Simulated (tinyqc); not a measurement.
Inside a calculation. Model: rigid-ion and shell models of the dielectric response of an ionic crystal. Computed by tinyqc, a small Python program that keeps every step. Command: `OMP_NUM_THREADS=1 python tinyqc.py 3011931 3011932 out.jsonl shell walk`. One thread of a shared host (Intel(R) Xeon(R) Processor @ 2.30GHz), about 0.01 s of CPU time with the checks. Intermediate numbers are printed to about 6 digits and carried at full precision; extremes and crossings named in words are read from the listed rows.

Charges +Z and -Z; 6 nearest neighbours, Madelung constant M = 1.747565, volume per ion pair Omega = 2.000000 d^3. Energy per pair U = -M Z^2 e2/d + 6 A exp(-d/rho), e2 = e^2/(4 pi eps_0). In the shell model the anion is a core of charge Y - Z and a massless shell of charge -Y, joined by the spring k; the repulsion acts on the shell. Each ion feels the Lorentz field E + (4 pi/3) P (Gaussian units).

Inputs (values chosen for the exercise, for a model crystal):

| quantity | value | unit |
|---|---|---|
| nearest-neighbour distance d | 3.16 | angstrom |
| ionic charge Z | 1 | e |
| hardness d/rho | 11.2 | - |
| cation mass | 37.7 | u |
| anion mass | 19 | u |
| shell charge size Y | 2.62 | e |
| core-shell spring k | 29.2 | eV/angstrom^2 |
| cation polarisability alpha_+ | 0.53 | angstrom^3 |
| film thickness t | 1.7 | nm |

Structure: rock salt.

Constants: e^2/(4 pi eps_0) = 14.39964548 eV angstrom; 1 eV/angstrom^3 = 160.2176634 GPa; nu for 1 eV/(angstrom^2 u) = 15.6333042 THz; 1 THz = 33.35640952 1/cm; eps_0 = 8.8541878128e-12 F/m; h x 1 THz = 4.135667696 meV.

## Equilibrium, bulk modulus and repulsive spring

Zero pressure fixes 6 A exp(-d/rho) = M Z^2 e2 rho/d^2. Then U = -(M Z^2 e2/d)(1 - rho/d), B = M Z^2 e2 (d/rho - 2)/(9 Omega d), and the spring of one sublattice against the other is R = (1/3) x (Laplacian of the repulsion summed over neighbours) = M Z^2 e2 (d/rho - 2)/(3 d^3), so R = 3 B Omega/d^2.

volume Omega = 63.1090 angstrom^3

lattice energy U = -7.25237 eV/pair

bulk modulus B = 20.6663 GPa

repulsive spring R = 2.44563 eV/angstrom^2

## Rigid ions

With C = 4 pi Z^2 e2/(3 Omega): mu lambda_TO = R - C, mu lambda_LO = R + 2 C; eps_inf = 1 and eps_s = lambda_LO/lambda_TO. lambda in eV/(angstrom^2 u) gives the wavenumber 15.6333042 x 33.35640952 x sqrt(lambda); mu is the reduced mass.

Coulomb spring C = 0.955761 eV/angstrom^2

omega_TO, rigid ions = 179.080 1/cm

omega_LO, rigid ions = 306.249 1/cm

eps_s, rigid ions = 2.92452

## Shell model: electronic response

Eliminating the shell gives the anion polarisability alpha_- = Y^2 e2/(k + R), the Szigeti charge Z_S = Z - Y R/(k + R) and the softened spring R' = k R/(k + R). With b = 4 pi (alpha_+ + alpha_-)/(3 Omega): eps_inf = (1 + 2b)/(1 - b) (Clausius-Mossotti); Born charge Z* = Z_S (eps_inf + 2)/3.

anion polarisability alpha_- = 3.12349 angstrom^3

Szigeti charge Z_S = 0.797522 e

softened spring R' = 2.25663 eV/angstrom^2

b = 0.242497

eps_inf = 1.96038

Born charge Z* = 1.05283 e

Overlap pushes the shell back and lowers the effective charge to 80 % of Z; the local field then raises the Born charge to 105 % of Z.

## Shell model: lattice response

mu lambda_TO = R' - (4 pi e2/(3 Omega)) Z_S^2/(1 - b); mu lambda_LO = mu lambda_TO + 4 pi e2 Z*^2/(eps_inf Omega); eps_s = eps_inf lambda_LO/lambda_TO.

mu lambda_TO = 1.45412 eV/angstrom^2

omega_TO = 176.919 1/cm

omega_LO = 257.289 1/cm

eps_s = 4.14606

share of R' left after the dipole term = 0.644377

The dipole field cancels 36 % of the short-range spring.

## As a gate dielectric

Capacitance per area eps_0 eps_s/t; equivalent oxide thickness EOT = t x 3.9/eps_s; the surface optical mode against silicon (eps = 11.7) lies at omega_TO sqrt[(eps_s + 11.7)/(eps_inf + 11.7)], and its squared coupling to channel electrons scales as g = hbar omega_SO [1/(11.7 + eps_inf) - 1/(11.7 + eps_s)], with hbar omega = h c x wavenumber.

capacitance per area = 21.5941 fF/micrometre^2

equivalent oxide thickness = 1.59911 nm

surface optical mode = 190.547 1/cm

remote-phonon coupling g = 0.238546 meV

## From rigid to soft shells

The formulas are those given above.

Response against the core-shell spring:

| k (eV/angstrom^2) | eps_inf | Z_S | Z* | omega_TO (1/cm) | omega_LO (1/cm) | eps_s |
|---|---|---|---|---|---|---|
| 23 | 2.24335 | 0.748187 | 1.05827 | 176.900 | 249.210 | 4.45215 |
| 29 | 1.96728 | 0.796234 | 1.05296 | 176.918 | 257.068 | 4.15353 |
| 38 | 1.73780 | 0.841576 | 1.04855 | 176.933 | 265.241 | 3.90539 |
| 53 | 1.54403 | 0.884436 | 1.04482 | 176.946 | 273.763 | 3.69593 |
| 76 | 1.40450 | 0.918319 | 1.04214 | 176.955 | 281.137 | 3.54514 |
| 120 | 1.29221 | 0.947670 | 1.03998 | 176.962 | 288.050 | 3.42382 |
| 230 | 1.20308 | 0.972434 | 1.03826 | 176.968 | 294.311 | 3.32753 |
| 880 | 1.13353 | 0.992739 | 1.03693 | 176.972 | 299.771 | 3.25240 |

From the stiffest to the softest shell eps_inf rises from 1.13 to 2.24 and Z_S falls from 0.99 to 0.75; omega_LO moves by -17 % and omega_TO by 0.0 %. Screening by eps_inf cuts the LO frequency, which rigid ions overstate (rigid ions: 306 per cm); eps_s goes from 3.25 to 4.45.

Checks made by the program: TO spring by direct elimination of the shell from the 2 x 2 energy matrix (relative difference below 1e-10); Szigeti's relation mu lambda_TO (eps_s + 2)/(eps_inf + 2) = R' (relative difference below 1e-10).
